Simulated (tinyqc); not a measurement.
Worked calculation: donor level screened by free carriers (Yukawa potential). Values are carried at full precision from step to step, so a last printed digit may differ when a step is redone from the rounded ones.

Screening wave number: Debye ks^2 = 4 pi q n/(eps kB T); Thomas-Fermi ks^2 = 6 pi q n/(eps EF) with EF = c (3 pi^2 n/gv)^(2/3)/m, c = hbar^2/2m0; the two are joined by 1/ks^2 = sqrt(1/ks_D^4 + 1/ks_TF^4). 1e18/cm^3 = 1e-6/angstrom^3, q = e^2/(4 pi eps0).

Constants: e^2/(4 pi eps0) = 14.39964547 eV angstrom; kB = 8.617333262e-05 eV/K; hbar^2/2m0 = 3.80998211 eV angstrom^2; Ry = 13.60569312 eV; a0 (Bohr radius) = 0.5291772105 angstrom.

Inputs chosen for the exercise (near those of a donor in GaN, with one mean mass; the results hold for these values, not for the real material):
```
symbol  value  unit         meaning
m       0.205  m0           mass
eps     9.6                 dielectric constant
gv      1                   valleys
T       400    K            temperature
n       1.5    x 1e18/cm^3  free-carrier density
```

## Units and screening length

Give Ry* = Ry m/eps^2, a* = a0 eps/m, EF, the three values of ks, and x = ks a*.

Ry* = 30.264 meV
a* = 24.78 angstrom
EF = 23.31 meV

ks: Debye, Thomas-Fermi, joined (1/angstrom): 0.02864  0.04266  0.02735

x = 0.6777

EF/kB T = 0.68, so the Debye value, the smaller one, controls the screening.

## One-parameter trial function

Potential -(q/(eps r)) exp(-ks r), q = e^2/(4 pi eps0). In units Ry* = Ry m/eps^2 and a* = a0 eps/m the problem is [-Laplacian - 2 exp(-x r)/r] psi = E psi with x = ks a*.

For exp(-z r): E(z) = z^2 - 8 z^3/(2z + x)^2 in Ry*. Scan z = 0.5, 0.6, ..., 1.1, then minimise; first order gives -1 + 2x.

Scan (Ry*):
```
z    kinetic  potential        E
0.5   0.2500    -0.3553  -0.1053
0.6   0.3600    -0.4901  -0.1301
0.7   0.4900    -0.6357  -0.1457
0.8   0.6400    -0.7896  -0.1496
0.9   0.8100    -0.9500  -0.1400
1.0   1.0000    -1.1158  -0.1158
1.1   1.2100    -1.2859  -0.0759
```

best z = 0.781
E = -0.1498 Ry*
binding = 4.53 meV

First order in x would give 0.355 Ry*, a rigid shift by q ks/eps; it overstates the loss of binding by 0.505 Ry*.

## Converged levels

Converged values use 18 functions exp(-z r), z = 1.55^i, i = -11 to 6: S = 2/A^3, H = z_i z_j S - 2/(A + x)^2, A = z_i + z_j.

The 1s and 2s levels and the mean radius.

1s = -0.1577 Ry*
binding = 4.77 meV
<r> = 53.0 angstrom
second root = 0.0000 Ry*

The trial function misses by 0.0079 Ry*. Screening leaves 16 % of the bare binding, 0.14 kB T. 2s is no longer bound (it unbinds at x = 0.310). At this density n^(1/3) a* is past the Mott value 0.26, so real donors overlap and form no separate level.

## Checks

- 1s at x = 0.5 against the known -0.29623 Ry*: both -0.29623.
- 1s at x = 0 against -1: both -1.00000.

tinyqc: `OMP_NUM_THREADS=1 python tinyqc.py 1280061 1280062 out.jsonl`; about 0.01 s, one thread, shared Intel(R) Xeon(R) Processor @ 2.30GHz.
